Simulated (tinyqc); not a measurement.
Thickness: WKB tunnelling through a gate dielectric with a two-band (Franz) dispersion.

At depth x the conduction edge lies u(x) = phi - V x/t above the electron. Parabolic: kappa = sqrt(m u/c). Franz: kappa = sqrt(m u (1 - u/Eg)/c), which vanishes at both band edges. c = hbar^2/2m0. T = exp(-2 integral of kappa dx) over the region u > 0; no image force, no prefactor, zero transverse momentum. The region ends at x_e = min(t, phi t/V); x_e < t is the Fowler-Nordheim regime.

Constants: hbar^2/2m0 = 3.80998211 eV angstrom^2.

Inputs chosen for the exercise (of the size used for SiO2 on silicon; not measured data):

| symbol | value | unit | meaning |
|---|---|---|---|
| Eg | 9.33 | eV | gap of the dielectric |
| phi | 3.25 | eV | barrier above the electron energy at the emitter |
| m | 0.5 | m0 | mass at the conduction edge |
| V | 1.1 | V | voltage across the layer |

The same voltage across layers of other thickness. The last column is the thickness that changes T by a factor of ten, ln(10)/(2 I/t).

Transmission:

| t (angstrom) | field (MV/cm) | T parabolic | T Franz | angstrom per decade, Franz |
|---|---|---|---|---|
| 8 | 13.75 | 7.43e-05 | 0.000335 | 2.302 |
| 10 | 11.00 | 6.90e-06 | 4.53e-05 | 2.302 |
| 12 | 9.17 | 6.40e-07 | 6.14e-06 | 2.302 |
| 15 | 7.33 | 1.81e-08 | 3.05e-07 | 2.302 |
| 25 | 4.40 | 1.25e-13 | 1.38e-11 | 2.302 |
| 30 | 3.67 | 3.28e-16 | 9.32e-14 | 2.302 |
| 40 | 2.75 | 2.26e-21 | 4.23e-18 | 2.302 |

Give the missing row, t (angstrom) = 20.

Computed row:
```
t (angstrom)  field (MV/cm)  T parabolic   T Franz  angstrom per decade, Franz
20                     5.50     4.76e-11  2.06e-09                       2.302
```

At fixed voltage the exponent is proportional to t: T falls tenfold for each 2.30 angstrom. The ratio of Franz to parabolic grows with t, from 4.51 at 8 to 1.87e+03 at 40 angstrom. Fields above about 12 MV/cm (1 of the rows) are past breakdown; those rows are an exercise.

Computed by tinyqc, a small Python program: `OMP_NUM_THREADS=1 python tinyqc.py 1480569 1480570 out.jsonl` (the numbers bound the seed that draws the inputs); one thread of a shared host (Intel(R) Xeon(R) Processor @ 2.30GHz), about 0.01 s for the whole set of steps.
